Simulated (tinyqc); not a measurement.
Small-signal admittance of a forward-biased p+-n diode: effect of the width of the neutral base.

Holes injected into a neutral base of width wb with an ohmic contact at its end; low injection, p0 far above the equilibrium density. A small voltage v exp(i w t), w = 2 pi f, modulates the edge density by p0 v/Vt, and the small-signal density obeys Dp d2p/dx2 = (1/tau + i w) p.

L = sqrt(Dp tau); direct current J = (q Dp p0/L) coth(wb/L); k = sqrt(1 + i w tau)/L; diffusion admittance Y = (q Dp p0/Vt) k coth(k wb) = G + i w C_diff; junction capacitance C_j = sqrt(q eps0 eps_r Nd/(2 Vr)) in the depletion approximation, with the remaining barrier Vr = Vt ln(Na/p0), a rough value under forward bias; base-width modulation is left out. Measured admittance 1/[Rs + 1/(Y + i w C_j)].

Values chosen for this exercise; permittivity close to that of silicon:
```
symbol   value      unit                                   meaning
T          350         K                               temperature
eps_r     11.7                               relative permittivity
Nd      7.5e16     cm^-3                 donor density of the base
Dp          12    cm^2/s                hole diffusion coefficient
tau       1e-7         s                             hole lifetime
p0      8.2e12     cm^-3  excess hole density at the junction edge
Na        4e18     cm^-3           acceptor density of the p+ side
Rs       0.011  ohm cm^2                         series resistance
f        7.4e5        Hz                          signal frequency
```

Constants: q = 1.602176634e-19 C, kB = 1.380649e-23 J/K, Vt = kB T/q, eps0 = 8.8541878128e-14 F/cm where lengths are in cm. Results are converted to the units shown.

The same in every row: w tau = 0.4650; C_j (uF/cm^2) = 0.1255.

Result of one run:
```
wb (um)  G (S/cm^2)  C_diff (uF/cm^2)  measured G (S/cm^2)  measured C (uF/cm^2)  phase of the measured Y (degrees)
33           0.4901           0.02286               0.4927                0.1468                              54.18
```

What becomes of these results when the width of the neutral base wb is changed from 33 to 66 um, all else the same?

Result of the changed run:
```
wb (um)  G (S/cm^2)  C_diff (uF/cm^2)  measured G (S/cm^2)  measured C (uF/cm^2)  phase of the measured Y (degrees)
66           0.4893           0.02327               0.4918                0.1472                              54.30
```

The whole series:
```
wb (um)  G (S/cm^2)  C_diff (uF/cm^2)  measured G (S/cm^2)  measured C (uF/cm^2)  phase of the measured Y (degrees)
0.55          9.512          7.983e-4                8.614                0.1035                              3.198
1.1           4.768          0.001595                4.534                0.1148                              6.713
2.2           2.408          0.003177                2.349                0.1221                              13.59
4.3           1.278          0.006118                1.264                0.1280                              25.22
8.4          0.7406           0.01131               0.7390                0.1346                              40.27
17           0.5267           0.01873               0.5285                0.1426                              51.44
33           0.4901           0.02286               0.4927                0.1468                              54.18
66           0.4893           0.02327               0.4918                0.1472                              54.30
```

As wb goes from 0.55 to 66, G falls from 9.51 to 0.489 S/cm^2, C_diff rises from 7.98e-4 to 0.0233 uF/cm^2 and the measured C rises from 0.104 to 0.147 uF/cm^2. C_diff stays below C_j.

Computed by the program tinyqc: `OMP_NUM_THREADS=1 python tinyqc.py 2890147 2890148 out.jsonl`, one thread of a shared Intel Xeon 2.30GHz, about 0.01 s for the whole run.
